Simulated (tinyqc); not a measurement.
# Trap depth and cross-section from two peaks

Inverse problem. A DLTS peak lies where ew = sn g T^2 exp(-Et/kB T), g = vth Nc/(300 K)^2. Find Et and sn.

Values chosen for this exercise:
- Nc = 5.61e17 cm^-3 (conduction-band density of states at 300 K)
- vth = 4.2e7 cm/s (thermal velocity at 300 K)

Constants: q = 1.602176634e-19 C, kB = 1.380649e-23 J/K. Results are converted to the units shown.

peak temperatures for ew = 5 and 2000 1/s (K): 173.33762  229.79149

Solution. The slope of ln(ew/T^2) against q/kB T is -Et, and the intercept is ln(sn g).

Et = 0.330 eV
sn = 2.50e-15 cm^2

Numbers from tinyqc (`OMP_NUM_THREADS=1 python tinyqc.py 2050002 2050003 out.jsonl`; about 0.01 s on one thread of a shared Intel Xeon 2.30GHz).
